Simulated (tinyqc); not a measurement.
p-type polysilicon, carrier trapping at grain boundaries: one step of the calculation.

One-dimensional grains of size Lg, uniform ionised doping N, monovalent traps Qt at each boundary at a depth Et below (for electrons) or above (for holes) the band edge there, abrupt depletion of width W on each side of a boundary, Boltzmann statistics. xi is the distance from the band edge at the grain centre to the Fermi level. Trapped charge Qt/(1 + exp((xi + VB - Et)/Vt)) = 2 N W, barrier VB = q N W^2/(2 eps0 eps_r).

Problem. Resistivity and effective mobility. n0 = NB exp(-xi/Vt); mean density n0 (1 - 2 W/Lg) by charge balance in a partly depleted grain, and n0 (sqrt(pi)/2) erf(u)/u with u = sqrt(VB/Vt) in a fully depleted one; v = sqrt(kB T/(2 pi ms m0)); barrier resistivity Vt exp(VB/Vt)/(q fe n0 v Lg); grain resistivity (1 - 2 W/Lg)/(q n0 mug); effective mobility 1/(q mean density total resistivity).

Values chosen for this exercise; values of the order met in polycrystalline silicon:

| symbol | value | unit | meaning |
|---|---|---|---|
| T | 300 | K | temperature |
| NB | 2.65e19 | cm^-3 | valence-band density of states at T |
| Lg | 120 | nm | grain size |
| ms | 0.3 | m0 | mass for thermionic emission |
| fe | 0.5 |  | correction factor of the emission rate |
| mug | 120 | cm^2/(V s) | mobility inside the grains |

Constants: q = 1.602176634e-19 C, kB = 1.380649e-23 J/K, m0 = 9.1093837015e-31 kg, Vt = kB T/q. Results are converted to the units shown.

W = 9.0782808 nm
xi = 0.071002944 V
VB = 0.10834327 V

Find: n0; mean density; v; barrier resistivity; grain resistivity; resistivity; effective mobility.

Solution.

n0 = 1.7000e18 cm^-3
mean density = 1.4428e18 cm^-3
v = 4.9114e6 cm/s
barrier resistivity = 0.21284 ohm cm
grain resistivity = 0.025966 ohm cm
resistivity = 0.23881 ohm cm
effective mobility = 18.115 cm^2/(V s)

The resistivity is 7.81 times that of a single crystal with the same N and mobility mug, and the mean density is 84.9 % of N.

Computed by the program tinyqc: `OMP_NUM_THREADS=1 python tinyqc.py 2830036 2830037 out.jsonl`, one thread of a shared Intel Xeon 2.30GHz, about 0.01 s for the whole run.
